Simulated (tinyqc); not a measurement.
## Thin-film transistor with exponential tail and deep states, accumulation layer: effect of the total density of tail states

An undoped film in accumulation, thicker than the space-charge layer. With band bending psi the Fermi level lies E0 - psi below the band edge. Free electrons n = n0 exp(psi/Vt) carry the current; electrons in two exponential distributions of traps, a = a0 exp(psi/Va) and d = d0 exp(psi/Vp), do not. Linear regime, ohmic contacts, traps in equilibrium.

Va = kB Tt/q, Vp = kB Td/q; n0 = Nc exp(-E0/Vt), a0 = Nt th(T/Tt) exp(-E0/Va), d0 = Nd th(T/Td) exp(-E0/Vp), th(x) = pi x/sin(pi x). G(psi) = sum over the three kinds of c0 [V (exp(psi/V) - 1) - psi], field F = sqrt(2 q G/(eps0 eps_r)); Vg = psi + eps0 eps_r F/Ci at the surface. Total charge Q = Ci (Vg - psi_s); free charge Qf = q times the integral of n0 (exp(psi/Vt) - 1)/F over psi from 0 to psi_s; I = (W/L) mb Qf Vd; effective mobility mb Qf/Q.

Parameters, values chosen for the exercise; values close to those of amorphous silicon: temperature T = 270 K; relative permittivity of the semiconductor eps_r = 11.8; density of extended states Nc = 6.2e19 cm^-3; band mobility mb = 8.4 cm^2/(V s); characteristic temperature of the tail Tt = 360 K; total density of deep states Nd = 5.7e17 cm^-3; characteristic temperature of the deep states Td = 1170 K; bulk Fermi level below the band edge E0 = 0.63 eV; gate capacitance Ci = 20 nF/cm^2; ratio W/L WL = 5; drain voltage Vd = 0.2 V; gate voltage above flat band Vg = 7.8 V.

Constants: q = 1.602176634e-19 C, kB = 1.380649e-23 J/K, Vt = kB T/q, eps0 = 8.8541878128e-14 F/cm where lengths are in cm. Results are converted to the units shown.

Results:
```
Nt (cm^-3)  E0 - psi_s (eV)  Q (nC/cm^2)  free share (%)  effective mobility (cm^2/(V s))  I (nA)
1.9e18              0.09157        145.2           30.31                            2.546   369.7
4.3e18              0.09808        145.4           22.88                            1.922   279.4
9.9e18               0.1096        145.6           13.97                            1.173   170.8
5.3e19               0.1473        146.3           2.818                           0.2367   34.65
1.2e20               0.1696        146.8           1.093                          0.09181   13.48
2.8e20               0.1939        147.3          0.3902                          0.03277   4.827
```

Estimate the missing row, Nt = 2.3e19 cm^-3.

Computed row:
```
Nt (cm^-3)  E0 - psi_s (eV)  Q (nC/cm^2)  free share (%)  effective mobility (cm^2/(V s))  I (nA)
2.3e19               0.1266        145.9           6.779                           0.5695   83.10
```

With this row back in the table: As Nt goes from 1.9e18 to 2.8e20 cm^-3, the free share falls from 30.3 to 0.390 %, the distance of the Fermi level from the edge rises from 0.0916 to 0.194 eV and the current falls from 370 to 4.83 nA. Q varies by only 1.4 %: the gate sets the charge, the traps decide how much of it moves. For Nt = 1.9e18 to 1.2e20 cm^-3 the th form, which assumes a Fermi level far below the edge, overcounts the filled tail at the surface by more than 15 %.

Numbers from tinyqc (`OMP_NUM_THREADS=1 python tinyqc.py 2610015 2610016 out.jsonl`; about 0.02 s on one thread of a shared Intel Xeon 2.30GHz).
